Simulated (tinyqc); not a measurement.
Hueckel theory of the pi electrons, for the molecule [CH2]c1cccc(F)c1 (SMILES; centres numbered as the heavy atoms are written), step by step. Computed by tinyqc, a small Python program that keeps every step. Settings: charge = 0. Command: `OMP_NUM_THREADS=1 python tinyqc.py 26554 26555 out.jsonl` (the two numbers bound the seeds that draw the settings). One thread of a shared host (Intel(R) Xeon(R) Processor @ 2.60GHz), about 0.01 s of CPU time with the checks.

## The Hueckel matrix

Centres:
```
centre,"z_r, pi electrons of the neutral centre",h
1C,1,0.000000
2C,1,0.000000
3C,1,0.000000
4C,1,0.000000
5C,1,0.000000
6C,1,0.000000
7F,2,3.000000
8C,1,0.000000
```

Bonds:
```
i,j,k
1,2,1
2,3,1
3,4,1
4,5,1
5,6,1
6,7,0.700000
6,8,1
8,2,1
```

H_rr = alpha + h_r beta, H_rs = k_rs beta for bonded centres.

Hueckel matrix in units of beta (H = alpha + beta A), lower triangle:
```
,1C,2C,3C,4C,5C,6C,7F,8C
1C,0.000000
2C,1.000000,0.000000
3C,0.000000,1.000000,0.000000
4C,0.000000,0.000000,1.000000,0.000000
5C,0.000000,0.000000,0.000000,1.000000,0.000000
6C,0.000000,0.000000,0.000000,0.000000,1.000000,0.000000
7F,0.000000,0.000000,0.000000,0.000000,0.000000,0.700000,3.000000
8C,0.000000,1.000000,0.000000,0.000000,0.000000,1.000000,0.000000,0.000000
```

## Orbitals

pi electrons, sum of z_r less the charge = 9

Diagonalise; E = alpha + x beta with beta < 0, so the largest x are filled first; degenerate levels share their electrons. P = sum n_i c_ri c_si; each orbital has its largest coefficient positive (the first on a tie).

x values: 3.197675  2.050664  1.232884  0.936604  0.000000  -1.028857  -1.275362  -2.113606

occupations: 2.000000  2.000000  2.000000  2.000000  1.000000  0.000000  0.000000  0.000000

coefficients:
```
,MO1,MO2,MO3,MO4,MO5,MO6,MO7,MO8
1C,0.013266,0.253704,-0.384809,-0.049249,0.755929,0.032374,-0.398003,-0.232533
2C,0.042419,0.520262,-0.474425,-0.046127,0.000000,-0.033308,0.507598,0.491484
3C,0.025093,0.428255,-0.029604,-0.499634,-0.377964,-0.488207,-0.160776,-0.398003
4C,0.037821,0.357945,0.437927,-0.421832,0.000000,0.535602,-0.302550,0.349737
5C,0.095846,0.305770,0.569517,0.104544,0.377964,-0.062852,0.546637,-0.341203
6C,0.268664,0.269086,0.264221,0.519749,0.000000,-0.470937,-0.394610,0.371433
7F,0.951385,-0.198412,-0.104665,-0.176323,0.000000,0.081824,0.064609,-0.050845
8C,0.097284,0.384923,-0.170498,0.505680,-0.377964,0.490102,-0.088593,-0.408268
```

charge and bond-order matrix P, lower triangle:
```
,1C,2C,3C,4C,5C,6C,7F,8C
1C,1.001519
2C,0.634780,0.999357
3C,0.004248,0.521921,1.011942
4C,-0.112860,-0.000953,0.704076,0.998555
5C,-0.005201,-0.223739,-0.014340,0.636761,1.018778
6C,-0.110879,0.004128,-0.291054,0.005883,0.625687,0.969078
7F,0.022485,-0.010161,0.060196,-0.012990,-0.095047,0.165830,1.973091
8C,-0.006410,0.523901,-0.017785,-0.293035,0.022716,0.694983,-0.110273,1.027681
```

## Energy, charges, bond orders

E = sum n x; q_r = z_r - P_rr; bond order p = P_rs; free valence = sqrt(3) - sum of p over the bonds of the atom.

pi energy = 9 alpha + this times beta = 14.835651

pi charges: 1C -0.001519, 2C 0.000643, 3C -0.011942, 4C 0.001445, 5C -0.018778, 6C 0.030922, 7F 0.026909, 8C -0.027681

Bond orders and lengths from R = 1.517 - 0.180 p (angstrom, C-C alone):
```
bond,p,R
1-2,0.634780,1.402740
2-3,0.521921,1.423054
3-4,0.704076,1.390266
4-5,0.636761,1.402383
5-6,0.625687,1.404376
6-7,0.165830,-
6-8,0.694983,1.391903
8-2,0.523901,1.422698
```

free valence of the carbons: 1C 1.097271, 2C 0.051449, 3C 0.506054, 4C 0.391214, 5C 0.469603, 6C 0.245551, 8C 0.513167

gap between the highest filled and the next level = 1.028857 |beta|
